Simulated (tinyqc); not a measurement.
# Ballistic conductance of a hard-wall strip of a two-dimensional electron gas by counting modes: effects of single changes

Subband edges E_n = C (n pi/W)^2/m, n = 1, 2, ...; C = hbar^2/(2 m0). Every mode transmits fully; spin gives the factor 2 in 2 q^2/h, valleys the factor gv.

Parameters, values chosen for the exercise: temperature T = 77 K; mass m = 0.26 m0; valleys gv = 1; Fermi energy above the 2D band edge Ef = 0.042 eV; width W = 48 nm.

Constants: q = 1.602176634e-19 C, kB = 1.380649e-23 J/K, hbar = 1.054571817e-34 J s, h = 6.62607015e-34 J s, m0 = 9.1093837015e-31 kg, Vt = kB T/q, hbar^2/(2 m0) = 0.0380998212 eV nm^2. Results are converted to the units shown.

Each table varies one quantity; the others keep the values above.

## Conductance against Fermi energy

G = (2 q^2/h) gv M; at zero temperature M counts the edges below Ef, at T it is the sum of degeneracy times f. The smooth (Sharvin) count is kF W/pi, kF = sqrt(m Ef/C), and with the boundary term kF W/pi - 1/2. f = 1/(1 + exp((E_n - Ef)/Vt)).

Conductance against Fermi energy:
```
Ef (eV)	M at T = 0	M at T	smooth count	with boundary term	G (uS)
0.011	4	3.379	4.186	3.686	261.8
0.018	5	4.567	5.355	4.855	353.9
0.025	6	5.600	6.311	5.811	433.9
0.033	7	6.608	7.251	6.751	512.0
0.04	7	7.379	7.983	7.483	571.7
0.047	8	8.074	8.653	8.153	625.6
0.055	9	8.800	9.360	8.860	681.8
0.062	9	9.389	9.938	9.438	727.4
0.069	10	9.942	10.48	9.984	770.3
0.077	11	10.54	11.08	10.58	816.7
0.084	11	11.04	11.57	11.07	855.1
```

Read the table: what changes, and by how much?

The integer count climbs from 4 to 11; the smooth count goes as Ef^(0.50). In the last row M at T is 4.6 % below the smooth count and 0.28 % below the count with the boundary term: hard walls push the wave away from the edge and cost modes. The largest gap between M at T and the integer count is 0.62.

## Conductance against size

Same model as above.

Results:
```
W (nm)	M at T = 0	M at T	smooth count	with boundary term	G (uS)
16.8	2	2.311	2.863	2.363	179.0
24.7	4	3.667	4.209	3.709	284.1
32.6	5	4.990	5.555	5.055	386.6
40.6	6	6.338	6.919	6.419	491.1
48.5	8	7.668	8.265	7.765	594.1
56.4	9	8.999	9.611	9.111	697.2
64.3	10	10.33	10.96	10.46	800.3
80.2	13	13.01	13.67	13.17	1008
88.1	15	14.34	15.01	14.51	1111
96	16	15.67	16.36	15.86	1214
```

Estimate the missing row, W = 72.2 nm.

Computed row:
```
W (nm)	M at T = 0	M at T	smooth count	with boundary term	G (uS)
72.2	12	11.66	12.30	11.80	903.4
```

With this row back in the table: The integer count climbs from 2 to 16 in steps, and G from 179 to 1210 uS. In the last row M at T is 4.2 % below the smooth count and 1.2 % below the count with the boundary term: hard walls push the wave away from the edge and cost modes. The largest gap between M at T and the integer count is 0.66.

Numbers from tinyqc (`OMP_NUM_THREADS=1 python tinyqc.py 2740103 2740104 out.jsonl`; about 0.07 s on one thread of a shared Intel Xeon 2.30GHz).
